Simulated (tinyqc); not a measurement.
Free-carrier optics of a doped semiconductor (Drude model with one polar phonon): one step. Plasma energy and damping. Five cases, with inputs chosen for the exercise.

Task: Evaluate Ep, tau, Gam, the plasma wavelength hc/Ep (hc = 1239.841984 eV nm) and the dc resistivity 1/(e N mu), e = 1.602176634e-19 C.

eps(E) = ei [1 - Ep^2/(E^2 + i E Gam)] + (es - ei) wT^2/(wT^2 - E^2 - i E gT), with Ep^2 = 8 pi c (e^2/(4 pi eps0)) N/(m ei), c = hbar^2/2m0, N in 1/angstrom^3 (1e-24 per 1/cm^3); Gam = hbar/tau, tau = mu m m0/e with m0/e = 5.685630e-12 kg/C and mu in m^2/(V s). Energies in meV.

Constants: hbar^2/2m0 = 3.80998211 eV angstrom^2; e^2/(4 pi eps0) = 14.39964547 eV angstrom; hbar = 6.58211957e-16 eV s.

Give: Ep; tau; Gam; plasma wavelength; rho.

Case 1.

Values chosen (mass and dielectric values near those of GaAs; N and mu are free inputs; interband absorption and the rise of the mass with filling are left out; shifted at random, so the results belong to these values and not to a real crystal): N = 1.4e+18 1/cm^3 (carrier density); m = 0.0689 m0 (conductivity mass); mu = 3100 cm^2/(V s) (mobility); ei = 10.61 (high-frequency dielectric constant); wT = 33.1 meV (TO phonon); es = 12.48 (static dielectric constant); gT = 0.4 meV (phonon damping).

Result:

Ep = 51.39 meV
tau = 121.44 fs
Gam = 5.42 meV
plasma wavelength = 24.13 micrometre
rho = 0.00144 ohm cm

Ep/Gam = 9.48: the plasma edge is sharp.

Case 2.

Values chosen (mass and dielectric values near those of GaP; N and mu are free inputs; interband absorption and the rise of the mass with filling are left out; shifted at random, so the results belong to these values and not to a real crystal): N = 3.2e+19 1/cm^3 (carrier density); m = 0.395 m0 (conductivity mass); mu = 190 cm^2/(V s) (mobility); ei = 9.34 (high-frequency dielectric constant); wT = 45.5 meV (TO phonon); es = 11.49 (static dielectric constant); gT = 0.2 meV (phonon damping).

Result:

Ep = 109.36 meV
tau = 42.67 fs
Gam = 15.43 meV
plasma wavelength = 11.34 micrometre
rho = 0.00103 ohm cm

Ep/Gam = 7.09: the plasma edge is sharp.

Case 3.

Values chosen (mass and dielectric values near those of SiC; N and mu are free inputs; interband absorption and the rise of the mass with filling are left out; shifted at random, so the results belong to these values and not to a real crystal): N = 3.5e+18 1/cm^3 (carrier density); m = 0.366 m0 (conductivity mass); mu = 200 cm^2/(V s) (mobility); ei = 6.5 (high-frequency dielectric constant); wT = 97.3 meV (TO phonon); es = 9.55 (static dielectric constant); gT = 0.9 meV (phonon damping).

Result:

Ep = 45.04 meV
tau = 41.62 fs
Gam = 15.82 meV
plasma wavelength = 27.53 micrometre
rho = 0.00892 ohm cm

Ep/Gam = 2.85: the edge is smeared by scattering.

Case 4.

Values chosen (mass and dielectric values near those of GaAs; N and mu are free inputs; interband absorption and the rise of the mass with filling are left out; shifted at random, so the results belong to these values and not to a real crystal): N = 3.6e+18 1/cm^3 (carrier density); m = 0.0714 m0 (conductivity mass); mu = 1400 cm^2/(V s) (mobility); ei = 10.7 (high-frequency dielectric constant); wT = 33.1 meV (TO phonon); es = 12.46 (static dielectric constant); gT = 0.5 meV (phonon damping).

Result:

Ep = 80.61 meV
tau = 56.83 fs
Gam = 11.58 meV
plasma wavelength = 15.38 micrometre
rho = 0.00124 ohm cm

Ep/Gam = 6.96: the plasma edge is sharp.

Case 5.

Values chosen (mass and dielectric values near those of SiC; N and mu are free inputs; interband absorption and the rise of the mass with filling are left out; shifted at random, so the results belong to these values and not to a real crystal): N = 6.9e+17 1/cm^3 (carrier density); m = 0.419 m0 (conductivity mass); mu = 59 cm^2/(V s) (mobility); ei = 6.47 (high-frequency dielectric constant); wT = 99.8 meV (TO phonon); es = 9.62 (static dielectric constant); gT = 0.7 meV (phonon damping).

Result:

Ep = 18.73 meV
tau = 14.06 fs
Gam = 46.83 meV
plasma wavelength = 66.18 micrometre
rho = 0.153 ohm cm

Ep/Gam = 0.40: the free-carrier part of eps1 has no zero, and the plasma mode is overdamped (Ep/Gam below 1/2).

Computed by tinyqc, one run a case: `OMP_NUM_THREADS=1 python tinyqc.py N N+1 out.jsonl` with N = 1651163, 1651321, 1651437, 1651444, 1651526; one thread of a shared Intel(R) Xeon(R) Processor @ 2.30GHz, about 0.01 s a run at most.
